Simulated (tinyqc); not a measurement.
What each parameter does: inter-valley coupling by envelope functions against a chain of atomic planes.

Chain: E(phi) = e0 + 2 v cos(phi) + 2 u cos(2 phi), cos(phi0) = -v/(4u), e0 = 2u + v^2/(4u); plane j = 0, 1, ... has the potential V_j = dE x_j + F (j - 30) a/4 (1 MV/m = 1e-4 V/angstrom). There are 30 barrier planes a side; with y = j - 29.5, x_j = xb (f(y) + f(Nw - y)), f(y) = 1/(1 + exp(y/L)), plus any Ge added in the well. The valley splitting is the spacing of the two lowest levels. Envelope theory: F_j solves a one-valley chain with hopping -b and diagonal 2b + V_j, b = 4u sin^2(phi0), sum F_j^2 = 1; the valleys couple by Dv = sum_j F_j^2 V_j exp(-2 i phi0 j) and split by 2|Dv|.

Parameters, chosen for this exercise (near those of the Delta valleys of silicon in a SiGe well; the results hold for these values, not for the real material): a = 5.431 angstrom (lattice constant; planes lie a/4 apart); u = 0.604 eV (second-neighbour hopping); v = 0.5 eV (nearest hopping); Nw = 40 (planes in the well); L = 0.75 planes (interface width); xb = 0.3 (Ge fraction of the barriers); dE = 0.52 eV (offset per unit Ge fraction); F = 0 MV/m (field); js = 38 (plane j of a Ge spike (the well starts at j = 30)); xs = 0.06 (Ge fraction added on that plane).

Chain with the spike on plane js.

One parameter was then changed.

Results before and after:

| case | level (meV) | splitting (micro-eV) |
|---|---|---|
| base | 10.901 | 1201.7 |
| changed | 11.053 | 1506.6 |

Which of these changes was made? (a) dE = 0.572 eV; (b) F = 2 MV/m; (c) xb = 0.35; (d) js = 41; (e) L = 1.25 planes; (f) Nw = 46; (g) xs = 0.078.

Answer: (g) xs = 0.078. Of the candidates, run in turn, only this one gives the changed row.

All candidates:

| case | level (meV) | splitting (micro-eV) |
|---|---|---|
| base | 10.901 | 1201.7 |
| Nw = 46 | 8.543 | 861.9 |
| L = 1.25 planes | 11.467 | 1183.2 |
| xb = 0.35 | 11.185 | 1193.9 |
| dE = 0.572 eV | 11.130 | 1300.9 |
| F = 2 MV/m | 16.152 | 1475.6 |
| js = 41 | 11.140 | 1680.2 |
| xs = 0.078 | 11.053 | 1506.6 |

(tinyqc, `OMP_NUM_THREADS=1 python tinyqc.py 1451893 1451894 out.jsonl`, Intel(R) Xeon(R) Processor @ 2.30GHz, 1 thread, shared host, about 0.04 s.)
